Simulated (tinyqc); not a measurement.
Minority-electron transport through the base of a bipolar transistor (Moll-Ross and Kroemer integrals). From one set of inputs to another, one input at a time. Computed by tinyqc, a small Python program. Command: `OMP_NUM_THREADS=1 python tinyqc.py 3019435 3019436 out.jsonl base ladder`. One thread of a shared host (Intel(R) Xeon(R) Processor @ 2.30GHz), about 0.01 s of CPU time with the checks.

Low injection, one dimension, x from the emitter edge (0) to the collector edge (W), s = x/W. Recombination is treated as a small correction (valid for tau_B well below tau_n), computed from the stored charge.

The inputs printed are set A. Set A is modelled on SiGe; the values taken over come from a set modelled on InP. Inputs not listed in the table keep their values of set A, so the rows need not describe a real material.

Inputs (values chosen for the exercise, modelled on SiGe):
```
quantity                                     value        unit
intrinsic density n_i at the emitter edge  7.9e+10      1/cm^3
base doping at the emitter edge N_0        1.7e+19      1/cm^3
base width W                                    44          nm
mu_min                                         180  cm^2/(V s)
mu_max                                        1090  cm^2/(V s)
N_ref                                      8.5e+16      1/cm^3
saturation velocity v_s                          1    1e7 cm/s
electron lifetime tau_n                         16          ns
emitter Gummel number G_E                  6.2e+13      s/cm^4
base-emitter voltage V_BE                     0.57           V
temperature T                                  300           K
gap narrowing across the base dE_g             200         meV
```

Base doping profile: uniform. Gap grading: linear. Exit of the base: saturation velocity.

Constants: k_B = 8.617333262e-05 eV/K; e = 1.602176634e-19 C.

Method:
- N(x) = N_0; n_i(x)^2 = n_i^2 exp(s dE_g/k_B T); D(x) = (k_B T/e) mu, mu = mu_min + (mu_max - mu_min)/(1 + (N/N_ref)^0.7).
- With y(x) = N n_i^2/(D n_i(x)^2): base Gummel number G_B = int_0^W y dx + N(W) n_i^2/(v_s n_i(W)^2); J_C = e n_i^2 exp(e V_BE/k_B T)/G_B; n(x) = (J_C/e)(n_i(x)^2/(N n_i^2)) [int_x^W y dx + the same exit term]; transit time tau_B = (e/J_C) int n dx; trapezoid rule on 401 even points.
- Emitter-limited gain beta_E = G_E/G_B; recombination-limited gain beta_R = tau_n/tau_B; 1/beta = 1/beta_E + 1/beta_R; f_T from the base alone = 1/(2 pi tau_B).

Each row keeps all changes above it:
```
input moved                                      from       to  current gain beta  collector current density J_C (A/cm^2)  base Gummel number G_B (s/cm^4)
set A                                               -        -             33.415                              2.0301e+00                       1.8536e+12
saturation velocity v_s (1e7 cm/s)                  1     0.94             33.414                              2.0301e+00                       1.8537e+12
emitter Gummel number G_E (s/cm^4)            6.2e+13  1.7e+14             91.460                              2.0301e+00                       1.8537e+12
base doping at the emitter edge N_0 (1/cm^3)  1.7e+19  1.8e+19             86.035                              1.9094e+00                       1.9708e+12
base-emitter voltage V_BE (V)                    0.57     0.96             86.035                              6.8015e+06                       1.9708e+12
base width W (nm)                                  44      310             12.051                              9.6572e+05                       1.3880e+13
mu_min (cm^2/(V s))                               180      460             28.444                              2.2803e+06                       5.8784e+12
mu_max (cm^2/(V s))                              1090     4360             32.949                              2.6418e+06                       5.0741e+12
```

Where does the difference come from?

Current gain beta goes from 33.4 to 32.9, a factor 0.9860 in all. The largest single move comes from base width W (a factor 0.140), and emitter Gummel number G_E works against it (a factor 2.74). Collector current density J_C goes from 2.03 to 2.64e6, a factor 1.30e6 in all. The largest single move comes from base-emitter voltage V_BE (a factor 3.56e6), and base width W works against it (a factor 0.142). Base Gummel number G_B goes from 1.85e12 to 5.07e12, a factor 2.74 in all. The largest single move comes from base width W (a factor 7.04), and mu_min works against it (a factor 0.424). The single moves hold for this order of the switches; the total does not depend on the order.

Caution (rows base-emitter voltage V_BE, base width W, mu_min, mu_max): the injected density exceeds a tenth of the doping, so low injection fails.

Extremes, crossings and ranges named in words are read from the listed rows.
